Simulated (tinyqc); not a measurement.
Round or elliptic silicon nanowire with anisotropic valleys (Ritz method), step by step. Values are carried at full precision from step to step, so a last printed digit may differ when a step is redone from the rounded ones.

Wire along x = [110] on a (001) wafer, y = [-110], z = [001]. Valley groups (w = inverse masses): A, two valleys along z: w_y = 1/mt, w_z = 1/ml, m_x = mt; B, four valleys in the wafer plane: w_y = (1/ml + 1/mt)/2, w_z = 1/mt, m_x = (ml + mt)/2.

Constants: hbar^2/2m0 = 3.80998211 eV angstrom^2; kB = 8.617333262e-05 eV/K.

Values chosen for the exercise (near those of a Si nanowire; the results hold for these values, not for the real material): ml = 0.924 m0 (longitudinal mass); mt = 0.189 m0 (transverse mass); a = 15 angstrom (semi-axis along y); b = 20 angstrom (semi-axis along z); group = B (valley group worked out); T = 350 K (temperature).

## Stretching the ellipse

Scaling y by 1/sqrt(w_y) and z by 1/sqrt(w_z) makes the mass 1 and the semi-axes A = a/sqrt(w_y), B = b/sqrt(w_z). List them with the one-function estimate 3c (1/A^2 + 1/B^2) and the slender limit c (pi/2s)^2 (1 + 2s/(pi l)), s and l the smaller and larger of A, B; c = hbar^2/2m0.

Groups:

| group | g | A | B | axis ratio | one function (eV) | slender limit (eV) |
|---|---|---|---|---|---|---|
| A | 2 | 6.52 | 19.22 | 2.948 | 0.2997 | 0.2688 |
| B | 4 | 8.40 | 8.69 | 1.035 | 0.3131 | 0.2151 |

The one-function value suits axis ratios near 1 and the slender limit ratios well above 2.

## Matrices of three even functions

Hard wall on the ellipse (y/a)^2 + (z/b)^2 = 1, c = hbar^2/2m0. With u = y/a, v = z/b the operator is -c [(w_y/a^2) d2/du2 + (w_z/b^2) d2/dv2] on the unit disc. Basis (1 - u^2 - v^2) u^i v^j; S, X and Y are the disc integrals of f f', (df/du)(df'/du) and (df/dv)(df'/dv), from the integral of u^p v^q = 2 Gamma((p+1)/2) Gamma((q+1)/2)/((p + q + 2) Gamma((p+q+2)/2)) for even p, q; H = c (w_y X/a^2 + w_z Y/b^2).

Basis 1, u^2, v^2 times (1 - u^2 - v^2); form S and H for the chosen group.

S:
```
            1       u^2       v^2
1    1.047198  0.130900  0.130900
u^2  0.130900  0.039270  0.013090
v^2  0.130900  0.013090  0.039270
```

H (meV):
```
            1      u^2      v^2
1    327.8458  54.6410  54.6410
u^2   54.6410  48.7437   6.8301
v^2   54.6410   6.8301  46.8780
```

## Lowest level in this basis

Solve H p = E S p for the wire level; give E, the ratios p2/p1 and p3/p1, and H11/S11.

E = 301.8 meV

ratios: -0.38  -0.40

one function = 313.1 meV

The two added functions lower the level by 11.3 meV (3.6 %); the two ratios are close, as the stretched shape is nearly a circle.

## Subbands

Converged values use 21 functions of each parity class (e or o in u, then in v).

The nine lowest levels of all groups and parity classes.

Subbands:

| group, parity | g | m_x (m0) | E (eV) |
|---|---|---|---|
| A ee | 2 | 0.1890 | 0.2797 |
| B ee | 4 | 0.5565 | 0.3017 |
| A eo | 2 | 0.1890 | 0.4162 |
| A ee | 2 | 0.1890 | 0.5925 |
| B eo | 4 | 0.5565 | 0.7530 |
| B oe | 4 | 0.5565 | 0.7791 |
| A eo | 2 | 0.1890 | 0.8115 |
| A oe | 2 | 0.1890 | 0.9903 |
| A ee | 2 | 0.1890 | 1.0753 |

At 350 K and without degeneracy the populations go as g sqrt(m_x) exp(-E/kB T): among these nine the lowest level holds 38 % and the light transport mass mt 38 % of the electrons. Levels above about 0.3 eV lie beyond parabolic valleys and hard walls.

## Checks

- Circle of radius a with both masses mt against c (2.404826/R)^2/m, eV: both 0.5181.

(tinyqc, `OMP_NUM_THREADS=1 python tinyqc.py 1251005 1251006 out.jsonl`, Intel(R) Xeon(R) Processor @ 2.30GHz, 1 thread, shared host, about 0.03 s.)
